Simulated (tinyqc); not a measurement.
Specific resistance of a metal-semiconductor contact and its transmission-line measurement: one step, computed by the program tinyqc.

The barrier is parabolic (depletion approximation), energies E are normal energies counted from the band edge in the neutral semiconductor (downwards for holes), and the bias is zero. xi is an input, held fixed when other inputs move.

Task: Current crowding. Transmission-line model: transfer length L_T = sqrt(rho_c/R_sh); R_c = (R_sh L_T/W) coth(d/L_T). Limits: rho_c/(W d) for d << L_T, sqrt(rho_c R_sh)/W for d >> L_T.

Inputs (values chosen for the exercise, modelled on n-type silicon): temperature T = 200 K; sheet resistance R_sh = 430 ohm; contact length d = 9.4 micrometre; contact width W = 32 micrometre.

Image-force lowering: included.

specific contact resistance rho_c = 5.149272e-08 ohm cm^2

Give: transfer length L_T; d/L_T; contact resistance R_c; R_c W; short-contact limit; long-contact limit.

Result:

transfer length L_T = 0.10943 micrometre

d/L_T = 85.899

contact resistance R_c = 1.4705 ohm

R_c W = 47.055 ohm micrometre

short-contact limit = 0.017119 ohm

long-contact limit = 1.4705 ohm

The contact is long: current crowds at the front edge, and more length does not help.
